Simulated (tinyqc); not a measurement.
What moves the results: conductance of a narrow metal strip with scatterers (square lattice, Green functions). A value that a table varies takes the place of the one given here.

A strip of W sites across with hard walls, site energy 0 and hopping -t. Mode n = 1 to W has profile chi_n(j) = sqrt(2/(W + 1)) sin(n j pi/(W + 1)) and energy en = -2t cos(n pi/(W + 1)); E = en - 2t cos(kn a). With z_n = exp(i kn a) (Im k > 0 for closed modes, |z| < 1) each lead gives the self-energy -t z_n in mode n. One column carries the site energies v, here a uniform barrier across the strip, as of a grain boundary. In the mode basis V_nm = sum_j chi_n(j) v_j chi_m(j), G = (E - en + 2 t z_n - V)^-1, and t_nm = 2t sqrt(sin(kn a) sin(km a)) G_nm in size for open modes. T = sum |t_nm|^2, conductance (2e^2/h) T.

Constants: e^2/h = 3.874045865e-05 S.

Parameters, chosen for this exercise (hopping and spacing of the size met in Cu or Al; the lattice is a model; the results hold for these values, not for the real material): t = 1.97 eV (hopping); W = 4 (sites across); v = (1.8, 1.8, 1.8, 1.8) eV (site energies in the scattering column); a = 2.76 angstrom (spacing); E = -3.28 eV (Fermi energy).

## Conductance steps with and without the scatterer

E is varied across the lower half of the band.

Against energy:

| E/t | E (eV) | open modes | T | reflected |
|---|---|---|---|---|
| -3.30 | -6.501 | 1 | 0.5838 | 0.4162 |
| -2.95 | -5.811 | 1 | 0.7272 | 0.2728 |
| -2.65 | -5.221 | 1 | 0.7785 | 0.2215 |
| -2.30 | -4.531 | 2 | 1.3927 | 0.6073 |
| -1.95 | -3.841 | 2 | 1.5505 | 0.4495 |
| -1.65 | -3.251 | 2 | 1.6058 | 0.3942 |
| -1.30 | -2.561 | 3 | 1.9104 | 1.0896 |
| -0.95 | -1.871 | 3 | 2.2817 | 0.7183 |
| -0.65 | -1.280 | 3 | 2.3544 | 0.6456 |
| -0.30 | -0.591 | 4 | 2.6228 | 1.3772 |
| 0.05 | 0.099 | 4 | 2.8666 | 1.1334 |

What can be read from the table?

The clean strip goes from 1 to 4 open modes. The reflected flux ranges from 0.221 (E/t = -2.65) to 1.377 (E/t = -0.3). A uniform barrier reflects each mode by v^2/(v^2 + (2t sin(kn a))^2), most the slow ones just above their thresholds.

## The same scatterer in wider strips

Width (W + 1) a; the strength is the entry of v largest in size. The barrier spans the width. Added resistance (1/T - 1/M)/(2 e^2/h), M the number of open modes.

Against width:

| W | width (angstrom) | M | T | T/M | added resistance (ohm) |
|---|---|---|---|---|---|
| 3 | 11.0 | 2 | 1.4203 | 0.7102 | 2633.8 |
| 4 | 13.8 | 2 | 1.6039 | 0.8020 | 1593.4 |
| 5 | 16.6 | 3 | 2.2324 | 0.7441 | 1479.3 |
| 6 | 19.3 | 3 | 2.3980 | 0.7993 | 1079.9 |
| 8 | 24.8 | 4 | 3.1929 | 0.7982 | 815.7 |
| 10 | 30.4 | 6 | 4.1808 | 0.6968 | 936.0 |
| 14 | 41.4 | 8 | 5.9494 | 0.7437 | 556.1 |
| 20 | 58.0 | 11 | 8.4293 | 0.7663 | 357.8 |

What does this show, and why?

The added resistance is 2634 ohm at W = 3 and 357.8 at W = 20; from W = 10 to 20 it changes by a factor 0.38, where 1/M gives 0.55 and 1/M^2 gives 0.30. A barrier across the strip keeps T/M near a constant (0.70 to 0.80 for W of 8 and more), so its resistance goes as 1/width on average, with steps as modes open: resistance times width runs from 20.3 to 28.4 kohm angstrom there.

## What each change does

Open modes M, T and the added resistance (1/T - 1/M)/(2 e^2/h). Each row changes one parameter from the base and keeps the others.

Results:

| case | M | T | added resistance (ohm) |
|---|---|---|---|
| base | 2 | 1.6039 | 1593 |
| t = 2.049 eV | 2 | 1.6355 | 1438 |
| E = -3.12 eV | 2 | 1.6133 | 1547 |
| v = (2.34, 2.34, 2.34, 2.34) eV | 2 | 1.4121 | 2686 |

What does this show?

The largest shifts from the base row, up to three for each result and ties (the steps differ in size, so this ranks the rows, not the parameters). M: unchanged at the printed digits by t, E and v. T: v -0.1918, t +0.0315, E +0.0094. added resistance (ohm): v +1093, t -155, E -47.

Program tinyqc; command `OMP_NUM_THREADS=1 python tinyqc.py 1452764 1452765 out.jsonl`; about 0.01 s on one thread of a shared Intel(R) Xeon(R) Processor @ 2.30GHz.
